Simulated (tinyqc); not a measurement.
## Trapped share and trap depth from dynamic on-resistance

Question. Traps remove the share ft of the electrons in the drain access (length Ld, sheet resistance Rsh before stress), so Ron grows by Rsh Ld ft/(1 - ft). The recovery time goes as T^(-2) exp(q Ea/(kB T)). Find ft and Ea.

Inputs (values chosen for the exercise): drain access length Ld = 8 um.

Constants: q = 1.602176634e-19 C, kB = 1.380649e-23 J/K. Results are converted to the units shown.

Ron before and just after an off-state stress (ohm mm): [5.3436721, 6.5359659]
Rsh = 447.11018 ohm
recovery times at 320 and 410 K (s): [24, 0.11378182]

Answer. The rise of Ron over Rsh Ld is ft/(1 - ft); ln(t T^2) is linear in 1/T.

ft = 0.250
Ea = 0.610 eV

Program tinyqc, `OMP_NUM_THREADS=1 python tinyqc.py 2570062 2570063 out.jsonl`; Intel Xeon 2.30GHz, shared host, one thread, about 0.01 s.
